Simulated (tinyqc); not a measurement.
Inside a calculation. Method: plane-wave Kohn-Sham cycle with exchange-only LDA in a layered model solid. One step of it, computed by the program tinyqc.

Question. Iteration 1: Hamiltonian at one k. H(m,m') = (k + G_m)^2/2 delta + V(G_m - G_m'), with V(-G) = V(G).

A solid whose potential varies along x alone (atomic units):
```
parameter                      value
period a                    7.800000
cross-section of the cell  17.000000
electrons per cell                 4
grid points                       16
plane waves -n..n, n               2
k points                           3
V1 in V1 cos(2 pi x/a)     -0.690000
```

V(G_m), m = 0, 1, 2, ... (hartree): -0.306546  -0.345000  0.000000  0.000000  0.000000

k = 0.000000 2 pi / a

Give: H.

Answer.

H (hartree):
```
         -2       -1       +0       +1       +2
-2   0.9912  -0.3450   0.0000   0.0000   0.0000
-1  -0.3450   0.0179  -0.3450   0.0000   0.0000
+0   0.0000  -0.3450  -0.3065  -0.3450   0.0000
+1   0.0000   0.0000  -0.3450   0.0179  -0.3450
+2   0.0000   0.0000   0.0000  -0.3450   0.9912
```
